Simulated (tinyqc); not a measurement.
Charge-trap memory cell: one step of the calculation.

Channel, tunnel oxide, storage layer, blocking layer, gate. N electrons per area sit in a sheet at the centroid and shift the threshold by U = (q/eps0) N (tb/eb + xc tn/en). EOT = t1 + 3.9 (tn/en + tb/eb); tunnel field F = (Vg - U)/EOT; dN/dt = eta (J/q)(1 - N/Nm). Fowler-Nordheim: J = A F^2 exp(-B/F), A = q^2/(16 pi^2 hbar mo phi) (times 1e14 for A/cm^2 with F in V/nm, emitter mass m0), B = (4/3) sqrt(mo/C) phi^1.5, C = hbar^2/(2 m0).

Task. Constants of the stack. EOT, the shift for 1e12 electrons per cm^2, the shift with all traps full, and the starting field, current and rate.

Values chosen for this exercise; oxide values close to those of silicon dioxide, storage layer close to silicon nitride, blocking layer close to aluminium oxide:
- phi = 3.13 eV (tunnel barrier)
- mo = 0.46 m0 (tunnelling mass)
- t1 = 3.9 nm (tunnel oxide (permittivity 3.9))
- tn = 5.8 nm (storage layer)
- en = 7.6 (its relative permittivity)
- tb = 14.1 nm (blocking layer)
- eb = 9 (its relative permittivity)
- xc = 0.42 (charge centroid, share of tn counted from the blocking side)
- eta = 0.48 (capture efficiency of an empty layer)
- Nm = 2.9e13 cm^-2 (trap density)
- Vg = 15.9 V (gate voltage less flat band and surface potential)

Constants: q = 1.602176634e-19 C, hbar = 1.054571817e-34 J s, m0 = 9.1093837015e-31 kg, eps0 = 8.8541878128e-14 F/cm where lengths are in cm, hbar^2/(2 m0) = 0.0380998212 eV nm^2. Results are converted to the units shown.

Give: EOT; shift for 1e12 cm^-2; shift with all traps full; F(0); J(0); dN/dt at the start.

Result.

EOT = 12.99 nm
shift for 1e12 cm^-2 = 0.3415 V
shift with all traps full = 9.903 V
F(0) = 1.224 V/nm
J(0) = 0.1275 A/cm^2
dN/dt at the start = 3.818e17 cm^-2 s^-1

Range of the model: The Fowler-Nordheim form needs F t1 above phi; trap-assisted paths and leakage through the blocking layer are left out.

tinyqc, about 0.04 s, one thread, Intel Xeon 2.30GHz (shared host): `OMP_NUM_THREADS=1 python tinyqc.py 2130009 2130010 out.jsonl`
